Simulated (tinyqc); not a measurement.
Comparisons within one model: smearing for a one-band metal on the fcc lattice. A value that a table varies takes the place of the one given here.

Lattice vectors (units of a): a1 = (0, 1/2, 1/2), a2 = (1/2, 0, 1/2), a3 = (1/2, 1/2, 0). E(k) = -t A_1(k) - t2 A_2(k), A_m the sum of cos(k . R) over the 12 nearest and 6 second lattice vectors. Mesh k = sum (j_i/N) b_i, j_i = 0 .. N-1.

With x = (E_k - mu)/sigma: Fermi-Dirac f = 1/(1 + exp(x)), s = -f ln f - (1 - f) ln(1 - f); Gaussian f = erfc(x)/2, s = exp(-x^2)/(2 sqrt(pi)); Methfessel-Paxton (first order) f = erfc(x)/2 - x exp(-x^2)/(2 sqrt(pi)), s = (1 - 2 x^2) exp(-x^2)/(4 sqrt(pi)); cold (Marzari-Vanderbilt) with y = x + 1/sqrt(2), f = erfc(y)/2 + exp(-y^2)/sqrt(2 pi), s = y exp(-y^2)/sqrt(2 pi). With weights w = points/N^d (d the dimension), mu solves 2 sum w f = ne; E = 2 sum w f E_k, S = 2 sum w s, F = E - sigma S.

With x = (E_k - mu)/sigma: Gaussian f = erfc(x)/2, s = exp(-x^2)/(2 sqrt(pi)); Methfessel-Paxton (first order) f = erfc(x)/2 - x exp(-x^2)/(2 sqrt(pi)), s = (1 - 2 x^2) exp(-x^2)/(4 sqrt(pi)). With weights w = points/N^d (d the dimension), mu solves 2 sum w f = ne; E = 2 sum w f E_k, S = 2 sum w s, F = E - sigma S.

With x = (E_k - mu)/sigma: Gaussian f = erfc(x)/2, s = exp(-x^2)/(2 sqrt(pi)). With weights w = points/N^d (d the dimension), mu solves 2 sum w f = ne; E = 2 sum w f E_k, S = 2 sum w s, F = E - sigma S.

Inputs chosen for the exercise: t = 0.92 eV (nearest hopping); t2 = 0.04 eV (second hopping); ne = 0.68 (electrons per cell); N = 4 (unshifted mesh); sigma = 0.276 eV (width).

## Error of each scheme against the width

All on the dense mesh N = 40. The reference is F of first-order Methfessel-Paxton smearing with sigma = 0.05 t on the mesh N = 40; it moves by 0.22 meV on the mesh N = 50; in three dimensions such meshes can agree by chance and the reference may be off by about 1 meV, so smaller errors are not resolved.

Errors (meV per cell):
```
sigma (eV),FD F,FD (E+F)/2,Gauss F,Gauss (E+F)/2,MP F,cold F
0.092,-2.89,-0.16,-0.51,-0.05,-0.05,-0.07
0.138,-6.27,-0.20,-1.07,-0.09,-0.09,-0.12
0.184,-10.99,-0.17,-1.83,-0.13,-0.13,-0.19
0.276,-24.58,-0.03,-3.90,-0.22,-0.21,-0.42
0.368,-43.70,0.01,-6.75,-0.25,-0.22,-0.71
0.552,-98.14,-0.66,-14.91,-0.15,-0.02,-1.63
0.736,-173.21,-3.53,-26.43,-0.03,0.31,-3.29
```

reference = -2.48882 eV

Doubling sigma from 0.184 to 0.368 eV multiplies the error of F by 4.0 (Fermi-Dirac) and 3.7 (Gaussian); a pure sigma^2 term would give 4. At the smallest width Fermi-Dirac errs 5.6 times as much as Gaussian, against 2 pi^2/3 = 6.6 for the ratio of the sigma^2 terms at equal sigma. At the largest width the sizes of the errors rank Gauss (E+F)/2 0.0, MP F 0.3, cold F 3.3, FD (E+F)/2 3.5, Gauss F 26.4, FD F 173.2 meV; below about 1 meV this order, and the ratios at the smallest width, carry the noise of the mesh.

## Mesh against width

Gaussian smearing, (E + F)/2. The reference is F of first-order Methfessel-Paxton smearing with sigma = 0.05 t on the mesh N = 40; it moves by 0.22 meV on the mesh N = 50; in three dimensions such meshes can agree by chance and the reference may be off by about 1 meV, so smaller errors are not resolved.

Errors (meV per cell):
```
N,sigma = 0.05 t,sigma = 0.15 t,sigma = 0.4 t
4,65.82,61.47,48.64
6,27.97,25.48,19.07
8,-3.17,-3.72,-4.85
12,-9.24,-9.21,-7.70
16,-3.99,-4.02,-3.49
24,-0.93,-0.92,-0.81
```

reference = -2.48882 eV

First N from which the value stays within 2 meV of its last entry (which need not be the best one): none before the last for sigma = 0.05 t, none before the last for sigma = 0.15 t, none before the last for sigma = 0.4 t. At the last mesh the errors are -0.93, -0.92 and -0.81 meV. The 2 meV bar does not tell the widths apart. The smallest error belongs to 0.05 t on 1, 0.15 t on 0, 0.4 t on 5 of the 6 meshes.

## What moves the results of Gaussian smearing

All sums formed anew. Each row changes one parameter from the base and keeps the others.

Results:
```
case,mu (eV),E (eV),S,F (eV)
base,0.0779,-2.4165,0.1308,-2.4526
N = 8,-0.0831,-2.4905,0.0236,-2.4970
sigma = 0.552 eV,0.0421,-2.4145,0.1363,-2.4897
ne = 0.78,0.1832,-2.4049,0.1258,-2.4396
t2 = 0.132 eV,0.2942,-2.4331,0.1059,-2.4624
t = 1.012 eV,0.0779,-2.6580,0.1308,-2.6941
```

The largest shifts from the base row, up to three for each result and ties (the steps differ in size, so this ranks the rows, not the parameters). mu (eV): t2 +0.2164, N -0.1610, ne +0.1053; unchanged at the printed digits by t. E (eV): t -0.2415, N -0.0740, t2 -0.0166. S: N -0.1072, t2 -0.0249, sigma +0.0056; unchanged at the printed digits by t. F (eV): t -0.2415, N -0.0444, sigma -0.0371.

Program tinyqc; command `OMP_NUM_THREADS=1 python tinyqc.py 1682292 1682293 out.jsonl`; about 0.3 s on one thread of a shared Intel(R) Xeon(R) Processor @ 2.30GHz.
